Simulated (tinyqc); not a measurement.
Inside a calculation. Method: plane-wave Kohn-Sham cycle with exchange-only LDA in a layered model solid. One step of it, computed by the program tinyqc.

Problem. Iteration 2: Hamiltonian at one k. H(m,m') = (k + G_m)^2/2 delta + V(G_m - G_m'), with V(-G) = V(G).

A solid whose potential varies along x alone (atomic units):
```
parameter                      value
period a                    5.100000
cross-section of the cell  17.000000
electrons per cell                 2
grid points                       16
plane waves -n..n, n               3
k points                           3
V1 in V1 cos(2 pi x/a)     -0.600000
V2 in V2 cos(4 pi x/a)      0.080000
```

V(G_m), m = 0, 1, 2, ... (hartree): -0.278446  -0.283087  0.039213  0.000127  0.000030  -0.000003  0.000000

k = 0.000000 2 pi / a

Give: H.

Solution.

H (hartree), lower triangle:
```
        -3      -2      -1      +0      +1      +2     +3
-3   6.552
-2  -0.283   2.757
-1   0.039  -0.283   0.480
+0   0.000   0.039  -0.283  -0.278
+1   0.000   0.000   0.039  -0.283   0.480
+2   0.000   0.000   0.000   0.039  -0.283   2.757
+3   0.000   0.000   0.000   0.000   0.039  -0.283  6.552
```
